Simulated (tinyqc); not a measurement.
Equation-of-state fits to an energy-volume table made by a known binding curve. From exact B0 back to true volume V_0. Computed by tinyqc, a small Python program. Command: `OMP_NUM_THREADS=1 python tinyqc.py 3006994 3006995 out.jsonl eosfit inv`. One thread of a shared host (Intel(R) Xeon(R) Processor @ 2.30GHz), about 0.02 s of CPU time with the checks.

With x = (V/V_0)^(1/3), the energy per atom is E = -D [1 + eta (x - 1)] exp(-eta (x - 1)), so that B0 = D eta^2/(9 V_0) and B' = 1 + 2 eta/3. B' = dB/dP at P = 0.

Inputs (values chosen for the exercise, for a model crystal): cohesive energy D = 3.64 eV/atom; stiffness eta = 6.69; compression V/V_0 for the pressure test = 0.7.

Binding curve: universal binding. Noise: none.

Constants: 1 eV/angstrom^3 = 160.2176634 GPa.

Method. B0 and B' from the formulas above; P = -dE/dV at V = c V_0 (c the compression chosen), from the curve itself.

Task: A run gave the result below. Find the true volume V_0, known to lie between 15 and 47 angstrom^3/atom.

exact B0 = 111.8888 GPa

Result:

Each step takes the trial c = (a f_b - b f_a)/(f_b - f_a), f being the result less the target and a, b, c the logarithms of the listed values; c replaces end b, the old b replaces a if the sign of f changed, and otherwise f_a is halved.

Scan of the range:

| true volume V_0 (angstrom^3/atom) | exact B0 (GPa) |
|---|---|
| 15.0 | 193.344 |
| 18.1 | 160.230 |
| 21.9 | 132.427 |
| 26.6 | 109.028 |
| 32.1 | 90.348 |
| 38.9 | 74.554 |
| 47.0 | 61.705 |

False position (Illinois rule, in the logarithm of the input) inside the bracket:

| step | end a | end b | trial | exact B0 (GPa) |
|---|---|---|---|---|
| 1 | 21.9000 | 26.6000 | 25.9752 | 111.651 |
| 2 | 21.9000 | 25.9752 | 25.8750 | 112.083 |
| 3 | 25.9752 | 25.8750 | 25.9200 | 111.889 |
| 4 | 25.8750 | 25.9200 | 25.9200 | 111.889 |
| 5 | 25.8750 | 25.9200 | 25.9200 | 111.889 |
| 6 | 25.9200 | 25.9200 | 25.9200 | 111.889 |

Exact B0 falls at every point of a 13-point scan of the range (every second point is shown), so one value fits; it is bracketed by 21.9 and 26.6. The scan shows a pure power law with exponent -1.0000, so scaling from any one row also gives the answer directly. Answer: true volume V_0 = 25.92 angstrom^3/atom.
